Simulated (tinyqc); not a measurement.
# Thermal resistances of a two-die stack

Problem. Heat leaves through the lower die only, and the system is linear. Find the resistance R1 from the lower die to the coolant, R2 between the dies, and the rise of the upper die when both are powered.

Parameters, values chosen for the exercise:
```
symbol  value  unit                 meaning
P1         15     W  power of the lower die
P2        3.8     W  power of the upper die
```

rises of the lower and upper die with only the lower one powered (K): 4.2  4.2
rises of the lower and upper die with only the upper one powered (K): 1.064  1.406

Solution. With only the lower die powered no heat crosses R2, so both dies rise by P1 R1; the difference in the second test is P2 R2; rises add.

R1 = 0.2800 K/W
R2 = 0.09000 K/W
rise of the upper die = 5.606 K

Computed by the program tinyqc: `OMP_NUM_THREADS=1 python tinyqc.py 2162048 2162049 out.jsonl`, one thread of a shared Intel Xeon 2.30GHz, about 0.04 s for the whole run.
